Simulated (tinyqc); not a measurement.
Double-gate transistor, scale length and short-channel effects: two steps of the calculation.

A body of thickness ts between two insulators of thickness ti and two tied gates. Below threshold the potential that source and drain add obeys Laplace's equation and vanishes on the gate. Its lowest mode decays along the channel as exp(-k y); k is the smallest positive root of the matching condition at the interface, and the scale length is Lambda = pi/k.

Parameters, values chosen for the exercise; permittivities: semiconductor made up, insulator close to that of silicon nitride: relative permittivity of the semiconductor eps_r = 13.4; relative permittivity of the insulator ei = 7.67; insulator thickness ti = 1.6 nm; body thickness ts = 8.8 nm.

Question 1. Scan of the matching condition. f(k) = ei cos(k ti) cos(k ts/2) - eps_r sin(k ti) sin(k ts/2).

k, point 0 to 7 (1/nm): 0.0325  0.065  0.0975  0.13  0.1625  0.195  0.2275  0.26

Find: f(k).

Answer 1.

f(k), point 0 to 7: 7.4822  6.9262  6.0243  4.8122  3.3384  1.6618  -0.1503  -2.0250

The first change of sign lies between k = 0.195 and 0.2275 1/nm.

Question 2. Scale length against simple estimates. Lambda = pi/k and l = 1/k. A parabolic potential across the structure gives l(parabolic) = sqrt((eps_r/(2 ei)) ts ti (1 + ei ts/(4 eps_r ti))).

k = 0.22486367 1/nm

Give: Lambda; l; l(parabolic).

Answer 2.

Lambda = 13.97 nm
l = 4.447 nm
l(parabolic) = 4.688 nm

tinyqc, about 0.01 s, one thread, Intel Xeon 2.30GHz (shared host): `OMP_NUM_THREADS=1 python tinyqc.py 2420114 2420115 out.jsonl`
